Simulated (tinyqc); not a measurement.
Trench capacitor in an array: capacitance, non-linearity, leakage and relaxation: one step of the calculation.

A film between two metal electrodes, each interface adding a series capacitance ci. The small-signal permittivity is ek (1 + aq E^2); the field is found with the linear permittivity. Leakage J = J0 sinh(E/Ef). After a voltage step the film passes a relaxation current kr C V tt^(-nr), tt being the time in seconds. The sidewall is a coaxial capacitor with radii a = dm/2 - t and b = dm/2, depth AR dm; the end face is left out.

Problem. Planar capacitance, field and non-linearity. Planar film: Cf = eps0 ek/t, 1/C = 1/Cf + 2/ci, EOT = 3.9 eps0/C, effective permittivity C t/eps0, E = (V/t) C/Cf; quadratic coefficient [C(V)/C - 1]/V^2 with Cf (1 + aq E^2) in C(V).

Inputs (values chosen for the exercise); permittivity of the order of that of hafnium oxide: relative permittivity of the film ek = 21.5; film thickness t = 13 nm; capacitance of each electrode interface (dead layer and screening) ci = 180 uF/cm^2; quadratic field coefficient of the permittivity aq = 0.01 cm^2/MV^2; bias V = 1.4 V; leakage prefactor J0 = 2.6e-11 A/cm^2; field for an e-fold rise of the leakage Ef = 0.37 MV/cm.

Constants: eps0 = 8.8541878128e-14 F/cm where lengths are in cm. Results are converted to the units shown.

Wanted: Cf; C; EOT; effective permittivity; E; quadratic coefficient; J.

Solution.

Cf = 1.464 uF/cm^2
C = 1.441 uF/cm^2
EOT = 2.397 nm
effective permittivity = 21.16
E = 1.060 MV/cm
quadratic coefficient = 5636 ppm/V^2
J = 2.272e-10 A/cm^2

The interfaces take 1.60 % of the voltage.

Numbers from tinyqc (`OMP_NUM_THREADS=1 python tinyqc.py 2102096 2102097 out.jsonl`; about 0.01 s on one thread of a shared Intel Xeon 2.30GHz).
